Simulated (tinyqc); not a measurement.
What moves the response: phonon-assisted absorption at an indirect gap.

alpha(E) = sum_j A_j [N_j (E - Eg + w_j)^2 + (N_j + 1)(E - Eg - w_j)^2], each bracket counted only where its base is positive; N_j = 1/(exp(w_j/kB T) - 1). The first term absorbs a phonon and the second emits one; excitons and direct transitions are left out.

Photodiode (Gaertner form with a dead layer): QE = (1 - R) exp(-alpha xj) [1 - exp(-alpha W)/(1 + alpha L)], R = ((nr - 1)/(nr + 1))^2; responsivity = QE/E in A/W for E in eV.

Constants: kB = 8.617333262e-05 eV/K.

Inputs chosen for the exercise (loosely those of Si at room temperature; Eg is not tied to T; shifted at random, so the results belong to these values and not to a real crystal): Eg = 1.126 eV (indirect gap, held fixed unless listed); w = (59.1, 18.7) meV (two zone-edge phonons); A = (3000, 620) 1/(cm eV^2) (their strengths); T = 300 K; E = 1.325 eV (photon energy); nr = 3.6 (refractive index); xj = 0.47 micrometre (dead layer at the surface); W = 3.1 micrometre (depleted width); L = 54 micrometre (minority diffusion length below it).

At the energy E.

One parameter was then changed.

Results before and after:

| case | alpha (1/cm) | QE |
|---|---|---|
| base | 154.8 | 0.3249 |
| changed | 154.8 | 0.3225 |

Which of these changes was made? (a) L = 27 micrometre; (b) T = 350 K; (c) nr = 3.78; (d) Eg = 1.106 eV; (e) W = 6.2 micrometre; (f) xj = 0.94 micrometre.

Answer: (f) xj = 0.94 micrometre. Of the candidates, run in turn, only this one gives the changed row.

All candidates:

| case | alpha (1/cm) | QE |
|---|---|---|
| base | 154.8 | 0.3249 |
| Eg = 1.106 eV | 193.0 | 0.3633 |
| T = 350 K | 179.0 | 0.3502 |
| W = 6.2 micrometre | 154.8 | 0.3413 |
| L = 27 micrometre | 154.8 | 0.2215 |
| xj = 0.94 micrometre | 154.8 | 0.3225 |
| nr = 3.78 | 154.8 | 0.3159 |

Computed by tinyqc, a small Python program: `OMP_NUM_THREADS=1 python tinyqc.py 1651037 1651038 out.jsonl` (the numbers bound the seed that draws the inputs); one thread of a shared host (Intel(R) Xeon(R) Processor @ 2.30GHz), about 0.01 s for the whole set of steps.
